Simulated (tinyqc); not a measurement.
# Trap density by the high-low method

Question. In depletion, where minority carriers are negligible, a MOS capacitor has 1/C_LF = 1/Cox + 1/(Cd + q Dit) and 1/C_HF = 1/Cox + 1/Cd. Find Cd and Dit.

Constants: q = 1.602176634e-19 C. Results are converted to the units shown.

Cox, C_LF, C_HF (uF/cm^2): 0.80305424  0.24476247  0.24359851

Solution. Removing Cox from each series combination leaves Cd + q Dit and Cd; their difference over q is Dit.

Cd = 0.3497 uF/cm^2
Dit = 1.500e10 cm^-2 eV^-1

tinyqc, about 0.01 s, one thread, Intel Xeon 2.30GHz (shared host): `OMP_NUM_THREADS=1 python tinyqc.py 2060096 2060097 out.jsonl`
